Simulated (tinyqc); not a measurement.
Octagonal on-chip spiral inductor, lumped pi model: two steps of the calculation.

Outer diameter do = di + 2 n wd + 2 (n - 1) sp, mean da = (do + di)/2, fill p = (do - di)/(do + di), length l = 3.314 n da. L = 2.25 mu0 n^2 da/(1 + 3.55 p), mu0 = 4 pi 1e-7 H/m. Rs = rho l/(wd delta (1 - exp(-th/delta))), delta = sqrt(rho/(pi f mu0)). Cs = n wd^2 eps0 eo/hu across the coil. At each end Cox = l wd eps0 eo/(2 ho) leads to the substrate branch Rsi = 2 rs he/(l wd) in parallel with Csi = l wd eps0 11.7/(2 he). With one end grounded Y = 1/(Rs + i w L) + i w Cs + 1/[1/(i w Cox) + 1/(1/Rsi + i w Csi)], w = 2 pi f; Q = -Im Y/Re Y. Eddy currents in neighbouring turns and in the substrate are left out.

Values chosen for this exercise; values of the order met in silicon radio-frequency processes:
```
symbol  value     unit                                     meaning
n         1.5                                      number of turns
wd          6       um                                  line width
sp          3       um                         space between turns
di        100       um                              inner diameter
th        0.9       um                             metal thickness
rho       1.9  uohm cm                           metal resistivity
ho        7.8       um                        oxide below the coil
hu        0.9       um            oxide between coil and underpass
eo        4.1                   relative permittivity of the oxide
rs         20   ohm cm                       substrate resistivity
he         80       um  effective spreading depth in the substrate
f         2.8      GHz                                   frequency
```

Constants: eps0 = 8.8541878128e-12 F/m. Results are converted to the units shown.

Question 1. Geometry and model elements. do, l, L, delta, Rs, Cs, Cox, Rsi and Csi as defined.

Give: do; l; L; delta; Rs; Cs; Cox; Rsi; Csi.

Answer 1.

do = 121.0 um
l = 549.3 um
L = 0.5257 nH
delta = 1.311 um
Rs = 2.671 ohm
Cs = 2.178 fF
Cox = 7.669 fF
Rsi = 9709 ohm
Csi = 2.134 fF

Question 2. Admittance, quality factor and apparent inductance. Series branch 1/(Rs + i w L), substrate branch, total Y, Q = -Im Y/Re Y, apparent inductance Im(1/Y)/w, metal-only value w L/Rs, share of the loss in the substrate Re(substrate branch)/Re Y.

L = 0.52565220 nH
Rs = 2.6713926 ohm
Cs = 2.1781302 fF
Cox = 7.6694687 fF
Rsi = 9709.4066 ohm
Csi = 2.1338894 fF

Wanted: series branch; substrate branch; Y; Q; apparent inductance; w L/Rs; share of the loss in the substrate.

Answer 2.

series branch = 28.831-99.806i mS
substrate branch = 0.046466+0.057118i mS
Y = 28.877-99.711i mS
Q = 3.4529
apparent inductance = 0.52595 nH
w L/Rs = 3.4618
share of the loss in the substrate = 0.16091 %

Q is 99.7 % of the metal-only value.

Program tinyqc, `OMP_NUM_THREADS=1 python tinyqc.py 2302165 2302166 out.jsonl`; Intel Xeon 2.30GHz, shared host, one thread, about 0.01 s.
